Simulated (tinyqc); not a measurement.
Segment and feed resistance from two drops.

Question. A rail is fed at one end through Rq; K loads of Ij follow, each after a segment Rs. The drop at load j is K Ij Rq + Rs Ij sum_(l=1..j) (K - l + 1). Find Rs, Rq and the worst drop, at the middle, if the rail were fed through Rq at both ends: K Ij Rq/2 + Rs Ij K^2/8 with the load taken as continuous.

Values chosen for this exercise: number of equal loads K = 21; current of each load Ij = 2.3 mA.

drops at the first and at the last load (mV): 16.808400  152.04840

Answer. The difference of the two drops is Rs Ij K (K - 1)/2, which gives Rs; the first drop then gives Rq.

Rs = 0.280 ohm
Rq = 0.0680 ohm
drop at the middle with two feeds = 37.1 mV

Program tinyqc, `OMP_NUM_THREADS=1 python tinyqc.py 2770132 2770133 out.jsonl`; Intel Xeon 2.30GHz, shared host, one thread, about 0.1 s.
